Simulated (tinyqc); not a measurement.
Plane-wave Kohn-Sham cycle with exchange-only LDA in a layered model solid, step by step. Computed by tinyqc, a small Python program that keeps every step. Settings: points = 16, plane-wave index or count = 2, electrons = 4, k points = 4, area = 38.0, mixing = 1.0, iteration cap = 77. Command: `OMP_NUM_THREADS=1 python tinyqc.py 25826 25827 out.jsonl` (the two numbers bound the seeds that draw the settings). One thread of a shared host (Intel(R) Xeon(R) Processor @ 2.60GHz), about 0.03 s of CPU time with the checks. Later iterations appear only in the table of the cycle.

## Iteration 1: potential

A solid whose potential varies along x alone (atomic units):
```
parameter,value
period a,11.300000
cross-section of the cell,38.000000
electrons per cell,4
grid points,16
"plane waves -n..n, n",2
k points,4
V1 in V1 cos(2 pi x/a),-0.260000
```

density at the start, on the grid x_j = j a/N (e/bohr^3): 0.00931532  0.00931532  0.00931532  0.00931532  0.00931532  0.00931532  0.00931532  0.00931532  0.00931532  0.00931532  0.00931532  0.00931532  0.00931532  0.00931532  0.00931532  0.00931532

V_H(G) = 4 pi rho(G)/G^2 for G != 0 (uniform background); v_x = -(3 rho/pi)^(1/3); V = V_ext + V_H + v_x; Fourier components f(G_m) = (1/N) sum_j f(x_j) exp(-i G_m x_j).

Potentials on the grid (hartree):
```
x,V_ext,V_H,v_x,V
0.000000,-0.260000,0.000000,-0.207200,-0.467200
0.706250,-0.240209,0.000000,-0.207200,-0.447409
1.412500,-0.183848,0.000000,-0.207200,-0.391048
2.118750,-0.099498,0.000000,-0.207200,-0.306698
2.825000,0,0.000000,-0.207200,-0.207200
3.531250,0.099498,0.000000,-0.207200,-0.107702
4.237500,0.183848,0.000000,-0.207200,-0.023352
4.943750,0.240209,0.000000,-0.207200,0.033009
5.650000,0.260000,0.000000,-0.207200,0.052800
6.356250,0.240209,0.000000,-0.207200,0.033009
7.062500,0.183848,0.000000,-0.207200,-0.023352
7.768750,0.099498,0.000000,-0.207200,-0.107702
8.475000,0,0.000000,-0.207200,-0.207200
9.181250,-0.099498,0.000000,-0.207200,-0.306698
9.887500,-0.183848,0.000000,-0.207200,-0.391048
10.593750,-0.240209,0.000000,-0.207200,-0.447409
```

V(G_m), m = 0, 1, 2, ... (hartree): -0.207200  -0.130000  0.000000  0.000000  0.000000

## Iteration 1: Hamiltonian at one k

k = 0.125000 2 pi / a

H(m,m') = (k + G_m)^2/2 delta + V(G_m - G_m'), with V(-G) = V(G).

H (hartree):
```
,-2,-1,+0,+1,+2
-2,0.336270,-0.130000,0.000000,0.000000,0.000000
-1,-0.130000,-0.088844,-0.130000,0.000000,0.000000
+0,0.000000,-0.130000,-0.204785,-0.130000,0.000000
+1,0.000000,0.000000,-0.130000,-0.011551,-0.130000
+2,0.000000,0.000000,0.000000,-0.130000,0.490857
```

## Iteration 1: levels at that k

Diagonalise the Hermitian matrix.

eigenvalues (hartree): -0.336321  -0.090867  0.049945  0.375273  0.523916

## Iteration 1: new density

Motion across x is left out: the lowest 2 band(s) hold two electrons at each of the k points (j + 1/2)/nk - 1/2. Residual R = rho(out) - rho(in); rho(new) = rho(in) + 1 R. rho(out) = 2/(a A nk) sum |psi|^2 with psi = sum c exp(i G x). Harris energy E = band energy - dV sum rho (V_H/2 + v_x) + (3/4) dV sum rho v_x with rho(in), dV = a A/N, band energy = (2/nk) sum of the filled levels.

rho(out) (e/bohr^3): 0.01455576  0.01530229  0.01607080  0.01449577  0.01044816  0.00599299  0.00292196  0.00147024  0.00108500  0.00147024  0.00292196  0.00599299  0.01044816  0.01449577  0.01607080  0.01530229

density after iteration 1 (e/bohr^3): 0.01455576  0.01530229  0.01607080  0.01449577  0.01044816  0.00599299  0.00292196  0.00147024  0.00108500  0.00147024  0.00292196  0.00599299  0.01044816  0.01449577  0.01607080  0.01530229

energy per cell = -0.66194183 hartree

## Iteration 2: potential

As before.

Potentials on the grid (hartree):
```
x,V_ext,V_H,v_x,V
0.000000,-0.260000,0.306234,-0.240437,-0.194203
0.706250,-0.240209,0.289374,-0.244480,-0.195314
1.412500,-0.183848,0.234948,-0.248506,-0.197405
2.118750,-0.099498,0.139476,-0.240107,-0.200129
2.825000,0,0.012891,-0.215280,-0.202389
3.531250,0.099498,-0.120595,-0.178870,-0.199968
4.237500,0.183848,-0.234028,-0.140782,-0.190963
4.943750,0.240209,-0.308255,-0.111975,-0.180021
5.650000,0.260000,-0.333856,-0.101189,-0.175045
6.356250,0.240209,-0.308255,-0.111975,-0.180021
7.062500,0.183848,-0.234028,-0.140782,-0.190963
7.768750,0.099498,-0.120595,-0.178870,-0.199968
8.475000,0,0.012891,-0.215280,-0.202389
9.181250,-0.099498,0.139476,-0.240107,-0.200129
9.887500,-0.183848,0.234948,-0.248506,-0.197405
10.593750,-0.240209,0.289374,-0.244480,-0.195314
```

V(G_m), m = 0, 1, 2, ... (hartree): -0.193852  -0.003541  0.004409  -0.001341  0.000169

## Iteration 2: Hamiltonian at one k

k = 0.125000 2 pi / a

As before.

H (hartree):
```
,-2,-1,+0,+1,+2
-2,0.349618,-0.003541,0.004409,-0.001341,0.000169
-1,-0.003541,-0.075496,-0.003541,0.004409,-0.001341
+0,0.004409,-0.003541,-0.191436,-0.003541,0.004409
+1,-0.001341,0.004409,-0.003541,0.001798,-0.003541
+2,0.000169,-0.001341,0.004409,-0.003541,0.504205
```

## Iteration 2: levels at that k

As before.

eigenvalues (hartree): -0.191665  -0.075684  0.002086  0.349689  0.504262

## Iteration 2: new density

As before.

rho(out) (e/bohr^3): 0.00907007  0.00918987  0.00947692  0.00974983  0.00981554  0.00958729  0.00915241  0.00873430  0.00856279  0.00873430  0.00915241  0.00958729  0.00981554  0.00974983  0.00947692  0.00918987

density after iteration 2 (e/bohr^3): 0.00907007  0.00918987  0.00947692  0.00974983  0.00981554  0.00958729  0.00915241  0.00873430  0.00856279  0.00873430  0.00915241  0.00958729  0.00981554  0.00974983  0.00947692  0.00918987

energy per cell = -0.62924891 hartree

## Convergence

Stop when sqrt(dV sum R^2) is below 1e-8, dV = a A/N.

Course of the cycle:
```
iteration,E (hartree),norm of the residual
1,-0.66194183,1.21e-01
2,-0.62924891,1.16e-01
3,-0.64819181,1.14e-01
4,-0.62260761,1.12e-01
5,-0.64070704,1.11e-01
6,-0.61851726,1.09e-01
7,-0.63607840,1.08e-01
8,-0.61591316,1.08e-01
9,-0.63312590,1.07e-01
10,-0.61422078,1.06e-01
11,-0.63120440,1.06e-01
...,...,...
67,-0.62736440,1.04e-01
68,-0.61084497,1.04e-01
69,-0.62736438,1.04e-01
70,-0.61084496,1.04e-01
71,-0.62736436,1.04e-01
72,-0.61084495,1.04e-01
73,-0.62736435,1.04e-01
74,-0.61084495,1.04e-01
75,-0.62736435,1.04e-01
76,-0.61084494,1.04e-01
77,-0.62736434,1.04e-01
```

Not converged within 77 iterations: the residual has stopped falling: the iteration swings between two states. Reruns (cap 100 unless said): mixing 0.1: not converged; mixing 0.5, Kerker q0 1.0: converged in 59 (E = -0.53551); mixing 0.3, Pulay depth 5: converged in 9 (E = -0.53551); the original settings with a cap of 400: not converged.
